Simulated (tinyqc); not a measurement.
Inside a calculation. Model: random telegraph noise from one oxide trap in a small MOSFET.

Program tinyqc, `OMP_NUM_THREADS=1 python tinyqc.py 2710007 2710008 out.jsonl`; Intel Xeon 2.30GHz, shared host, one thread, about 0.01 s. Printed values are rounded.

An acceptor-like trap exchanges electrons with the channel. Inversion charge Q = Cox u, u = n Vt W0(exp((Vg - VT)/(n Vt))), W0 the Lambert function, n = nf, Cox = eps0 eox/tox; linear regime Id = (W/L) mu Q Vd. Relative to threshold the surface potential rises by Vt ln(u/u0) and the oxide voltage by the rest of Vg - VT, with u0 = n Vt W0(1).

Values chosen for this exercise; values of the order met in silicon transistors:
```
symbol,value,unit,meaning
T,350,K,temperature
eox,3.9,,relative permittivity of the gate insulator (close to silicon dioxide)
tox,2,nm,insulator thickness
xt,0.43,nm,depth of the trap from the channel interface
E0,0.02,eV,trap level above the channel Fermi level at threshold
s0,4e-16,cm^2,capture prefactor
EB,0.42,eV,capture barrier (lattice relaxation)
lt,0.13,nm,tunnelling decay length
vth,1.4e7,cm/s,thermal velocity
zi,2.1,nm,thickness of the inversion layer
VT,0.55,V,threshold voltage
nf,1.36,,body factor
W,170,nm,gate width
L,36,nm,gate length
mu,150,cm^2/(V s),mobility
asc,4e-16,V s,scattering coefficient of the charged trap
Vd,0.05,V,drain voltage
Vg,0.6,V,gate voltage
```

Constants: q = 1.602176634e-19 C, kB = 1.380649e-23 J/K, Vt = kB T/q, eps0 = 8.8541878128e-14 F/cm where lengths are in cm. Results are converted to the units shown.

Range of the model: VT is taken as given; short-channel effects and the uneven flow of current among few electrons are left out.

## Trap level, time constants and occupancy

N = Cox u/q; dpsi = Vt ln(u/u0); E = E0 - dpsi - (xt/tox)(Vg - VT - dpsi); capture time tc = 1/[(N/zi) vth s0 exp(-xt/lt - EB/Vt)]; emission time te = tc exp(-E/Vt); occupancy te/(tc + te).

u = 0.04562990 V
N = 4.917252e11 cm^-2
dpsi = 0.02031873 V
E = -0.006700204 eV
tc = 0.002325708 s
te = 0.002904249 s
occupancy = 0.5553103

The trap lies 0.22 Vt below the Fermi level, so it is filled most of the time.

## Step height

A = W L; threshold step dV = q (1 - xt/tox)/(Cox A); gm/Id = 1/(u + n Vt); relative step dI/I = (gm/Id) dV + asc mu/A. Id as defined.

electrons in the channel N A = 30.09358
dV = 1.190269 mV
gm/Id = 11.54089 1/V
number part of dI/I = 1.373677 %
dI/I = 1.471717 %
Id = 2.790233 uA
dI = 41.06432 nA

## Lorentzian spectrum

Spectrum S(f) = 4 dI^2/{(tc + te)[(1/tc + 1/te)^2 + (2 pi f)^2]}; corner fc = (1/tc + 1/te)/(2 pi); variance dI^2 tc te/(tc + te)^2. Give S at f = 0, at fc and at 10 fc.

fc = 123.2336 Hz
S(0) = 2.151162e-18 A^2/Hz
S(fc) = 1.075581e-18 A^2/Hz
S(10 fc) = 2.129863e-20 A^2/Hz
rms current = 20.40615 nA

The rms value is 0.497 of the step; it reaches its largest share, 1/2, when tc = te.
